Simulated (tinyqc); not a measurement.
Inside a calculation. Method: RHF in the sto-6g basis, for H2, spin multiplicity 1. One step of it, computed by the program tinyqc.

Question. Iteration 1: diagonalisation and new density. Diagonalise F' = X^T F X, C = X C', fill 1 alpha and 1 beta electrons from the bottom; D = 2 C_occ C_occ^T. Each column has its largest component positive (the first on a tie).

Fock matrix F (hartree):
```
           1H 1s      2H 1s
1H 1s  -0.296279  -0.528418
2H 1s  -0.528418  -0.296279
```

X:
```
           1H 1s      2H 1s
1H 1s   1.158513  -0.359405
2H 1s  -0.359405   1.158513
```

Give: F' = X^T F X; orbital energies; coefficients C; D after iteration 1.

Answer.

F' = X^T F X (hartree):
```
        1       2
1   0.004  -0.531
2  -0.531   0.004
```

orbital energies (hartree): MO1 -0.527, MO2 0.535

coefficients C:
```
         MO1     MO2
1H 1s  0.565   1.073
2H 1s  0.565  -1.073
```

D after iteration 1:
```
       1H 1s  2H 1s
1H 1s  0.639  0.639
2H 1s  0.639  0.639
```
